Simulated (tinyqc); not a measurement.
Single-photon avalanche diode, trigger probability and counting: one step of the calculation.

A multiplication layer of width W with the uniform field V/W; alpha = an exp(-bn/E) for electrons, beta = ap exp(-bp/E) for holes (local model, no dead space). a = alpha W, b = beta W. Electrons enter at x = 0, holes at x = W. P0 is the probability that an electron entering at 0 starts a lasting avalanche, PW the same for a hole entering at W.

Task. Ionisation integrals at and above breakdown. Breakdown: ln(a/b) = a - b with a not equal to b. VB is given; V = VB + Vx.

Values chosen for this exercise; ionisation coefficients close to those of indium phosphide: electron prefactor an = 1.1e7 1/cm; electron field bn = 3.11 MV/cm; hole prefactor ap = 4.74e6 1/cm; hole field bp = 2.54 MV/cm; width of the multiplication layer W = 0.5 um; excess bias Vx = 5.8 V.

breakdown voltage VB = 23.965000 V

Find: E at VB; a at VB; b at VB; E at V; a; b.

Result.

E at VB = 0.4793 MV/cm
a at VB = 0.8363
b at VB = 1.184
E at V = 0.5953 MV/cm
a = 2.961
b = 3.324

At VB, ln(a/b) = -0.3474 equals a - b.

Program tinyqc, `OMP_NUM_THREADS=1 python tinyqc.py 2630029 2630030 out.jsonl`; Intel Xeon 2.30GHz, shared host, one thread, about 0.01 s.
